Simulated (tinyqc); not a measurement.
Lateral field, substrate current, probability of reaching the oxide barrier and hot-carrier lifetime of a silicon transistor (pseudo-two-dimensional and lucky-electron models): one step, computed by the program tinyqc.

Local-field models: a lucky carrier gains its energy at the peak field over a path free of collisions. Voltages are magnitudes.

Problem. Hot-carrier currents and lifetime. C_ox = 3.9 eps_0/t; F_sat = 2 v_s/mu; V_Dsat = V_ov F_sat L/(V_ov + F_sat L), V_ov = V_G - V_T; I_D/W = C_ox v_s (V_ov - V_Dsat). Scale length l = 0.22 t^(1/3) x_j^(1/2) (all in cm); F_m = sqrt(((V_D - V_Dsat)/l_e)^2 + F_sat^2), with l_e = l; length of the velocity-saturated region l_e ln((V_D - V_Dsat)/(l_e F_sat) + F_m/F_sat). Substrate current I_sub/I_D = (A_i/B_i)(V_D - V_Dsat) exp(-B_i/F_m); probability of reaching the oxide barrier exp(-phi_b/(e lambda F_m)); lifetime tau = (H/(I_D/W)) exp(phi_it/(e lambda F_m)).

Inputs (values chosen for the exercise, modelled on a silicon p-channel): channel length L = 340 nm; oxide thickness t = 7.2 nm; junction depth x_j = 61 nm; mobility mu = 110 cm^2/(V s); saturation velocity v_s = 0.71 1e7 cm/s; threshold voltage V_T = 0.54 V; gate voltage V_G = 2.1 V; drain voltage V_D = 3.6 V; ionisation prefactor A_i = 8.7e+06 1/cm; ionisation field B_i = 3.68 MV/cm; hot-carrier mean free path lambda = 5.4 nm; oxide barrier phi_b = 4.6 eV; interface-trap threshold phi_it = 4.7 eV; lifetime constant H = 1000 s microampere/micrometre.

Drain: abrupt.

Constants: eps_0 = 8.8541878128e-12 F/m.

Give: I_sub/I_D; substrate current I_sub/W; probability of reaching phi_b; lifetime tau; exponent m = phi_it/(e lambda B_i).

Solution.

I_sub/I_D = 0.004835

substrate current I_sub/W = 0.6735 microampere/micrometre

probability of reaching phi_b = 7.489e-08

lifetime tau = 1.370e+08 s

exponent m = phi_it/(e lambda B_i) = 2.365

Since both exponentials depend on 1/F_m, tau I_D scales about as (I_sub/I_D)^(-m) with m = 2.37, which lets I_sub serve as the monitor. The lifetime is 0.434 times ten years (3.156e8 s).
